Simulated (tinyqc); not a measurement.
# Band bending at a free surface with a continuum of surface states, surface photovoltage and Kelvin probe: effects of single changes

n-type bulk, xi = Ec - EF = Vt ln(Nc/Nd), p0 = ni^2/Nd, ni = sqrt(Nc Nv) exp(-Eg/(2 Vt)), Eg in volts. b is the upward band bending, u = b/Vt. Space charge per area, in units of q: Qc = sign(b) sqrt((2 eps0 eps_r Vt/q) [(Nd + dn)(exp(-u) - 1) + Nd u + (p0 + dn)(exp(u) - 1)]), with dn the excess density under light (flat quasi-Fermi levels; 0 in the dark). The states hold -Ds (E0 - xi - b): negative while the Fermi level lies above the neutrality level. Neutrality: Qc + Qf + (charge of the states) = 0.

Parameters, values chosen for the exercise; band and dielectric values those of a made-up semiconductor: temperature T = 300 K; band gap Eg = 1.19 eV; relative permittivity eps_r = 13.7; conduction-band density of states at T Nc = 2.6e19 cm^-3; valence-band density of states at T Nv = 2.03e19 cm^-3; electron affinity chi = 4.03 eV; donor density Nd = 7.9e15 cm^-3; fixed positive charge at the surface Qf = 3e11 cm^-2; work function of the probe tip pt = 4.77 eV; density of surface states Ds = 2.5e12 cm^-2 eV^-1; depth of their neutrality level below the conduction edge E0 = 0.54 eV.

Constants: q = 1.602176634e-19 C, kB = 1.380649e-23 J/K, Vt = kB T/q, eps0 = 8.8541878128e-14 F/cm where lengths are in cm. Results are converted to the units shown.

Each table varies one quantity; the others keep the values above.

## Kelvin-probe contrast of the doping

Work function chi + xi + b; contact potential difference CPD = (work function of the sample) - pt. b solves the neutrality condition in the dark.

Kelvin-probe contrast of the doping:
```
Nd (cm^-3),xi (eV),b (V),CPD (mV)
1.3e14,0.3156,0.09961,-324.8
6.5e14,0.2739,0.1331,-333.0
3.4e15,0.2312,0.1561,-352.8
1.7e16,0.1896,0.1569,-393.5
8.9e16,0.1468,0.1261,-467.2
4.6e17,0.1043,0.07603,-559.7
2.4e18,0.06160,0.03750,-640.9
```

What does the table show?

xi falls by 254 mV over the table and the CPD by 316 mV; b goes from 0.0996 through a maximum of 0.157 (at Nd = 1.7e16 cm^-3 among the rows listed) to 0.0375 V. Between the first two rows the CPD follows 19.6 % of the change of xi, and between the last two 190 %. It is below 100 % where b rises with the doping (pinning hides it). It exceeds 100 % where b falls as the doping rises.

## Pinning by the surface states

Same model as above.

Result of one run:
```
Ds (cm^-2 eV^-1),b (V),xi + b (eV),Qc (cm^-2)
2.4e10,-0.08930,0.1201,-2.899e11
```

What becomes of these results when the density of surface states Ds is changed from 2.4e10 to 1.8e11 cm^-2 eV^-1, all else the same?

Result of the changed run:
```
Ds (cm^-2 eV^-1),b (V),xi + b (eV),Qc (cm^-2)
1.8e11,-0.07821,0.1312,-2.264e11
```

The whole series:
```
Ds (cm^-2 eV^-1),b (V),xi + b (eV),Qc (cm^-2)
2.4e10,-0.08930,0.1201,-2.899e11
6.7e10,-0.08640,0.1230,-2.721e11
1.8e11,-0.07821,0.1312,-2.264e11
5.1e11,-0.04860,0.1608,-1.066e11
1.4e12,0.06575,0.2751,7.082e10
3.9e12,0.2151,0.4245,1.505e11
1.1e13,0.2873,0.4967,1.768e11
2.9e13,0.3139,0.5233,1.856e11
8.1e13,0.3246,0.5340,1.890e11
```

b rises from -0.0893 to 0.325 V. The Fermi level moves towards E0 = 0.54 eV and is within 6.04 meV of it in the last row; it is half-way there at the Ds that solves Ds b = Qc(b) + Qf with b = (E0 - xi)/2, 2.60e12 cm^-2 eV^-1.

Program tinyqc, `OMP_NUM_THREADS=1 python tinyqc.py 2430080 2430081 out.jsonl`; Intel Xeon 2.30GHz, shared host, one thread, about 0.01 s.
